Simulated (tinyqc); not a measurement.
Epitaxial growth on a vicinal surface: Burton-Cabrera-Frank step flow, step-edge barrier and island nucleation: one step, computed by the program tinyqc. Command: `OMP_NUM_THREADS=1 python tinyqc.py 3021310 3021311 out.jsonl stepflow walk`. One thread of a shared host (Intel(R) Xeon(R) Processor @ 2.30GHz), about 0.01 s of CPU time with the checks.

Adatoms land at rate F, hop on a square grid (a simplification for hexagonal faces), desorb, or join steps. Lengths are in units of a and n is the adatom coverage. Steps ascend at x = 0 and descend at x = l.

Task: Step flow or islands. Island density on a flat surface without desorption: N = 0.25 (F/D)^(i/(i+2)) exp(E_i/((i+2) k_B T)) per site, with E_i = 0 for i = 1; spacing l_n = N^(-1/2). Step flow needs an effective width l_eff = 2 x(peak) below l_n. Temperatures in kelvin are T(C) + 273.15.

Inputs (values chosen for the exercise, close to those used for Ge(001)):
```
quantity                                    value      unit
deposition rate F                           0.015  layers/s
temperature T                                 480         C
critical nucleus size i                         2         -
binding energy of the critical nucleus E_i   0.61        eV
```

D = 2.489886e+07 a^2/s

position of the peak = 56.14292 a

Constants: k_B = 8.617333262e-05 eV/K.

Give: island density N on a flat surface; island spacing l_n; ratio l_eff/l_n.

Result:

island density N on a flat surface = 6.432e-05 per site

island spacing l_n = 124.7 a

ratio l_eff/l_n = 0.9005

The growth lies near the transition between step flow and nucleation. Caution: the prefactor 0.25 and the criterion are estimates, good to a factor of about two in length.
